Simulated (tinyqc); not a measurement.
# Worked calculation: rectangular fin or nanosheet with a gate all round, subbands and threshold shift from confinement

tinyqc, about 0.2 s, one thread, Intel Xeon 2.30GHz (shared host): `OMP_NUM_THREADS=1 python tinyqc.py 2350094 2350095 out.jsonl` Printed values are rounded.

Undoped body with a flat potential across it, hard walls, transport along x. Three valley pairs (g = 2 each) with the longitudinal mass along x, y or z. Non-parabolicity enters the subband edges through E (1 + al E) = gamma, so E = 2 gamma/(1 + sqrt(1 + 4 al gamma)); motion within a subband is taken as parabolic with the band-edge mass. Energies are counted from the bulk band edge.

Parameters, values chosen for the exercise; masses close to those of silicon:
- T = 300 K (temperature)
- ml = 0.93 m0 (longitudinal mass)
- mt = 0.188 m0 (transverse mass)
- al = 0 1/eV (non-parabolicity)
- t = 7.1 nm (width (along y))
- dl = 0 nm (widening of the box by penetration into the insulator)
- H = 7.1 nm (height (along z))

Constants: q = 1.602176634e-19 C, kB = 1.380649e-23 J/K, hbar = 1.054571817e-34 J s, m0 = 9.1093837015e-31 kg, Vt = kB T/q, hbar^2/(2 m0) = 0.0380998212 eV nm^2. Results are converted to the units shown.

## Lowest subbands

gamma = C pi^2 [a^2/(my (t + dl)^2) + b^2/(mz (H + dl)^2)], C = hbar^2/(2 m0). List the 5 lowest, labelled by valley axis and quantum numbers, with degeneracy g and N_k: N_k = g sqrt(2 mx m0 kB T/(pi hbar^2)).

| subband | E_k (eV) | g | N_k (cm^-1) |
|---|---|---|---|
| y1,1 | 0.0476987 | 2 | 4.03013e6 |
| z1,1 | 0.0476987 | 2 | 4.03013e6 |
| y2,1 | 0.0717614 | 2 | 4.03013e6 |
| z1,2 | 0.0717614 | 2 | 4.03013e6 |
| x1,1 | 0.0793557 | 2 | 8.96359e6 |

## Threshold shift

Each subband has N_k = g sqrt(2 mx m0 kB T/(pi hbar^2)); without degeneracy n = exp(EF/Vt) sum N_k exp(-E_k/Vt). Classical value Nc times t H, Nc = sum over valleys of 2 g (m m0 kB T/(2 pi hbar^2))^1.5 with m = (mx my mz)^(1/3). Threshold shift dVT = Vt ln(classical value/sum N_k exp(-E_k/Vt)). Use the subbands listed.

shares, subband y1,1 to x1,1 (%): [29.0517, 29.0517, 11.4534, 11.4534, 18.9898]
sum N_k exp(-E_k/Vt) = 2.19202e6 cm^-1
Nc = 2.72975e19 cm^-3
classical value = 1.37607e7 cm^-1
dVT = 47.4899 mV

With all subbands dVT = 45.82 mV. The lowest edge lies at 47.7 meV; dVT is smaller than that, since sum N_k exp(-(E_k - E_1)/Vt) exceeds the classical value.
